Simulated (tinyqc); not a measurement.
Worked calculation: RHF in the 3-21g basis, for H-, spin multiplicity 1. The basis has no diffuse functions, so it cannot describe the extra electron: this is an exercise in the method, not the real anion. One step of it, computed by the program tinyqc.

Problem. Iteration 4: DIIS coefficients. Solve [B -1; -1 0][c; lambda] = [0; -1] for the coefficients, which sum to one.

B (overlaps of the stored error matrices):
$$\begin{pmatrix}
4.3487549e-07 & 5.6502035e-08 \\
5.6502035e-08 & 7.3411356e-09
\end{pmatrix}$$

Give: DIIS coefficients.

Solution.

DIIS coefficients: [-0.1493, 1.1493]
